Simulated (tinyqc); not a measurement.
Plane-wave Kohn-Sham cycle with exchange-only LDA in a layered model solid, step by step. One step of it, computed by the program tinyqc.

Task: Iteration 1: potential. V_H(G) = 4 pi rho(G)/G^2 for G != 0 (uniform background); v_x = -(3 rho/pi)^(1/3); V = V_ext + V_H + v_x; Fourier components f(G_m) = (1/N) sum_j f(x_j) exp(-i G_m x_j).

A solid whose potential varies along x alone (atomic units):
```
parameter,value
period a,7.400000
cross-section of the cell,25.000000
electrons per cell,4
grid points,16
"plane waves -n..n, n",2
k points,1
V1 in V1 cos(2 pi x/a),-0.630000
V2 in V2 cos(4 pi x/a),-0.200000
```

density at the start, on the grid x_j = j a/N (e/bohr^3): 0.02162162  0.02162162  0.02162162  0.02162162  0.02162162  0.02162162  0.02162162  0.02162162  0.02162162  0.02162162  0.02162162  0.02162162  0.02162162  0.02162162  0.02162162  0.02162162

Give: Potentials on the grid; V(G_m), m = 0, 1, 2, ....

Result:

Potentials on the grid (hartree):
```
x,V_ext,V_H,v_x,V
0.0000,-0.8300,0.0000,-0.2743,-1.1043
0.4625,-0.7235,0.0000,-0.2743,-0.9978
0.9250,-0.4455,0.0000,-0.2743,-0.7198
1.3875,-0.0997,0.0000,-0.2743,-0.3740
1.8500,0.2000,0.0000,-0.2743,-0.0743
2.3125,0.3825,0.0000,-0.2743,0.1082
2.7750,0.4455,0.0000,-0.2743,0.1711
3.2375,0.4406,0.0000,-0.2743,0.1663
3.7000,0.4300,0.0000,-0.2743,0.1557
4.1625,0.4406,0.0000,-0.2743,0.1663
4.6250,0.4455,0.0000,-0.2743,0.1711
5.0875,0.3825,0.0000,-0.2743,0.1082
5.5500,0.2000,0.0000,-0.2743,-0.0743
6.0125,-0.0997,0.0000,-0.2743,-0.3740
6.4750,-0.4455,0.0000,-0.2743,-0.7198
6.9375,-0.7235,0.0000,-0.2743,-0.9978
```

V(G_m), m = 0, 1, 2, ... (hartree): -0.2743  -0.3150  -0.1000  0.0000  0.0000
